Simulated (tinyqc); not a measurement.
# Stacked nanosheet transistor, parasitic resistance, capacitance and delay: effect of the vertical resistance between sheet levels

Ns sheets share one contact on top; each has perimeter p = 2 (Ws + ts) and cross-section A = Ws ts; contact width Wc = Ws + 10 nm, stack height Hs = Ns pv. Sheet 1 is the top one. Contact length Lc = CPP - Lg - 2 Lsp, shared by two neighbouring gates. Source and drain sides are equal. The formulas are first-order estimates, not field solutions.

Epitaxy sheet resistance Rsh = re/te, transfer length LT = sqrt(rc/Rsh), contact Rc = [sqrt(rc Rsh)/Wc] coth(Lc/(2 LT)); extension of one sheet Rx = rx Lsp/A. With N sheets: gate Cg = Cinv p N Lg; per side, plate Cp = ks eps0 [Wc (Hs + Hc) - N A]/Lsp, top fringe Cf = (2/pi) ks eps0 Wc ln(1 + Lg/(2 Lsp)), overlap Co = Cinv p N Lov. One sheet: I = p Q vx u/(1 + |u|^1.8)^(1/1.8), Q = Cinv n Vt ln(1 + exp((Vg' - VT + dl Vd')/(n Vt))), u = Vd' mu/(vx Lg), Vg' = Vgs - v, Vd' = Vds - 2 v, with the drop on each side v_j = Rc sum I + rv (sum over levels k = 2..j of the current of sheets k..Ns) + Rx I_j. Ieff = [I(Vgs = Vdd, Vds = Vdd/2) + I(Vdd/2, Vdd)]/2, total currents. With Cs = Cp + Cf + Co, the load of an inverter of two such devices driving an equal one is CL = 2 (Cg + 2 Cs) + 4 Cs + Cw (own drains counted twice for the Miller effect); delay CL Vdd/(2 Ieff).

Parameters, values chosen for the exercise; values close to those of silicon logic devices: temperature T = 300 K; number of sheets Ns = 4; sheet width Ws = 30 nm; sheet thickness ts = 5 nm; vertical pitch of the sheets pv = 12 nm; contacted gate pitch CPP = 45 nm; gate length Lg = 14 nm; spacer length Lsp = 5 nm; relative permittivity of the spacer ks = 4.5; gate height above the channel stack Hc = 25 nm; contact resistivity rc = 1.2e-9 ohm cm^2; resistivity of the source-drain epitaxy re = 0.00056 ohm cm; current-carrying depth of the epitaxy te = 25 nm; resistivity of the extension rx = 0.0019 ohm cm; gate overlap Lov = 0.5 nm; inversion capacitance Cinv = 2.3 uF/cm^2; injection velocity vx = 1.2e7 cm/s; apparent mobility mu = 160 cm^2/(V s); threshold at zero drain voltage VT = 0.22 V; barrier lowering dl = 0.03 V/V; subthreshold factor n = 1.25; wire load Cw = 0.17 fF; supply voltage Vdd = 0.8 V.

Constants: q = 1.602176634e-19 C, kB = 1.380649e-23 J/K, eps0 = 8.8541878128e-12 F/m, Vt = kB T/q. Results are converted to the units shown.

The same in every row: Rc (ohm) = 305.1; Rx/N (ohm) = 158.3; CL (aF) = 531.1.

Effect of the vertical resistance between sheet levels:
```
rv (ohm)	Ieff (uA)	delay (ps)
0	194.2	1.094
50	186.8	1.137
100	179.9	1.181
200	167.9	1.265
400	150.0	1.416
800	128.7	1.650
```

What does the comparison show?

As rv goes from 0 to 800 ohm, Ieff falls from 194 to 129 uA, CL stays at 531 aF and the delay rises from 1.09 to 1.65 ps.

Program tinyqc, `OMP_NUM_THREADS=1 python tinyqc.py 2170030 2170031 out.jsonl`; Intel Xeon 2.30GHz, shared host, one thread, about 0.07 s.
